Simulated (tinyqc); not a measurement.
BCS gap equation with a constant attraction inside the Debye window: one step, computed by the program tinyqc.

Pairs attract with strength V for |xi| < k_B Theta; N(0) is the density of states for one spin. Energies are given as temperatures (E/k_B, in K) unless marked.

Task: A tunnel junction of this metal. Ambegaokar-Baratoff: I_c R_n = (pi Delta/(2e)) tanh(Delta/2T); Josephson energy E_J = hbar I_c/(2e), given as E_J/h; inductance hbar/(2 e I_c); thermal quasiparticle fraction x = n_qp/(2 N(0) Delta) = sqrt(2 pi T/Delta) exp(-Delta/T), valid for T well below Delta.

Inputs (values chosen for the exercise, modelled on lead): Debye temperature Theta = 95.7 K; temperature T = 2.92 K; junction resistance R_n = 0.06 kilo-ohm.

Solver: secant.

Delta(T) = 12.38999 K

Constants: k_B = 8.617333262e-05 eV/K; hbar = 1.054571817e-34 J s; e = 1.602176634e-19 C; h = 6.62607015e-34 J s.

Give: I_c R_n; critical current I_c; E_J/h; Josephson inductance; quasiparticle fraction x.

Result:

I_c R_n = 1629.6 microvolt

critical current I_c = 27160 nA

E_J/h = 13490 GHz

Josephson inductance = 0.012117 nH

quasiparticle fraction x = 0.017477
